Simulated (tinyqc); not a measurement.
# Surface Green function of a square-lattice strip three rows wide, Sancho-Rubio decimation: densities of states against energy

A semi-infinite lead of cells 0, 1, 2, ... with H0 inside a cell and H1 = <cell i|H|cell i + 1>. A cell is one column of three sites. z = E + i eta.

Start with e_s = e = H0, a = H1, b = H1^dagger. Each round: g = (z - e)^(-1); e_s <- e_s + a g b; e <- e + a g b + b g a; a <- a g a; b <- b g b (all with the old a, b). Round k joins cells 2^k apart. Stop when the largest entry of the matrices a and b is below 1e-12 eV; g_s = (z - e_s)^(-1), bulk (z - e)^(-1), density of states -Im Tr/pi. Here eta = 0.01 eV. Open modes are the crossings of E with the bands of H0 + H1 exp(ik) + H1^dagger exp(-ik) for 0 < k < pi.

H0 (eV):

|  | 1 | 2 | 3 |
|---|---|---|---|
| 1 | -0.47 | -0.46 | 0 |
| 2 | -0.46 | -0.02 | -0.46 |
| 3 | 0 | -0.46 | -0.06 |

H1 (eV):

|  | 1 | 2 | 3 |
|---|---|---|---|
| 1 | -1 | 0 | 0 |
| 2 | 0 | -1 | 0 |
| 3 | 0 | 0 | -1 |

Results:

| E (eV) | open modes | rounds | surface (1/eV) | bulk (1/eV) |
|---|---|---|---|---|
| -3.13 | 0 | 6 | 0.002635 | 0.006892 |
| -2.59 | 1 | 12 | 0.1568 | 0.3285 |
| -2.06 | 2 | 13 | 0.3840 | 0.5822 |
| -1.52 | 2 | 13 | 0.5466 | 0.4278 |
| -0.98 | 3 | 13 | 0.8154 | 0.5758 |
| -0.44 | 3 | 13 | 0.9010 | 0.5051 |
| 0.1 | 3 | 13 | 0.8996 | 0.5055 |
| 0.64 | 3 | 13 | 0.8114 | 0.5749 |
| 1.18 | 2 | 13 | 0.5300 | 0.5517 |
| 1.72 | 2 | 13 | 0.3163 | 1.010 |
| 2.8 | 0 | 6 | 0.002664 | 0.007420 |

Estimate the missing row, E = 2.26 eV.

Computed row:

| E (eV) | open modes | rounds | surface (1/eV) | bulk (1/eV) |
|---|---|---|---|---|
| 2.26 | 1 | 12 | 0.1627 | 0.3142 |

With this row back in the table: The bands of the infinite lead run over -2.85 to 1.15, -2.24 to 1.76, -1.46 to 2.54 eV. The rounds lie between 6 and 13, 6.0 on average outside the bands and 12.8 inside. The surface density of states is largest at E = -0.44 eV among the rows (0.901 1/eV, bulk 0.505).

Computed by the program tinyqc: `OMP_NUM_THREADS=1 python tinyqc.py 2680037 2680038 out.jsonl`, one thread of a shared Intel Xeon 2.30GHz, about 0.07 s for the whole run.
